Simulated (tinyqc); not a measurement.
Six-band hole subbands of a thin body in a field: one step. Its levels. Three cases, with inputs chosen for the exercise.

Problem. Diagonalise; the levels come in pairs. Give each pair and its weights on X, Y, Z, summed over spin and averaged over the pair.

Give: levels; weights.

Case 1.

H (meV):
```
                  X+                Y+        Z+                X-                Y-        Z-
X+          366.8269  84.0363+96.0000i   66.8629                 0                 0  -96.0000
Y+  84.0363-96.0000i          366.8269   66.8629                 0                 0  96.0000i
Z+           66.8629           66.8629  390.7164           96.0000         -96.0000i         0
X-                 0                 0   96.0000          366.8269  84.0363-96.0000i   66.8629
Y-                 0                 0  96.0000i  84.0363+96.0000i          366.8269   66.8629
Z-          -96.0000         -96.0000i         0           66.8629           66.8629  390.7164
```

Solution.

levels (meV): 203.42  312.77  608.18

weights:
```
   pair 1  pair 2  pair 3
X   0.382   0.293   0.324
Y   0.382   0.293   0.324
Z   0.235   0.413   0.351
```

Case 2.

H (meV):
```
                   X+                 Y+        Z+                 X-                 Y-
X+           900.2578  731.1818+97.3333i         0                  0                  0
Y+  731.1818-97.3333i           900.2578         0                  0                  0
Z+                  0                  0  391.0721            97.3333          -97.3333i
X-                  0                  0   97.3333           900.2578  731.1818-97.3333i
Y-                  0                  0  97.3333i  731.1818+97.3333i           900.2578
Z-           -97.3333          -97.3333i         0                  0                  0

          Z-
X+  -97.3333
Y+  97.3333i
Z+         0
X-         0
Y-         0
Z-  391.0721
```

Solution.

levels (meV): 130.22  414.90  1646.47

weights:
```
   pair 1  pair 2  pair 3
X   0.443   0.060   0.497
Y   0.443   0.060   0.497
Z   0.113   0.880   0.007
```

Case 3.

H (meV):
```
                  X+                Y+        Z+                X-                Y-        Z-
X+          337.9316  -4.2052+14.6667i   22.1014                 0                 0  -14.6667
Y+  -4.2052-14.6667i          337.9316   22.1014                 0                 0  14.6667i
Z+           22.1014           22.1014  306.6722           14.6667         -14.6667i         0
X-                 0                 0   14.6667          337.9316  -4.2052-14.6667i   22.1014
Y-                 0                 0  14.6667i  -4.2052+14.6667i          337.9316   22.1014
Z-          -14.6667         -14.6667i         0           22.1014           22.1014  306.6722
```

Solution.

levels (meV): 280.85  332.60  369.08

weights:
```
   pair 1  pair 2  pair 3
X   0.169   0.446   0.385
Y   0.169   0.446   0.385
Z   0.663   0.108   0.229
```

Computed by tinyqc, one run a case: `OMP_NUM_THREADS=1 python tinyqc.py N N+1 out.jsonl` with N = 1280193, 1280301, 1280317; one thread of a shared Intel(R) Xeon(R) Processor @ 2.30GHz, about 0.5 s a run at most.
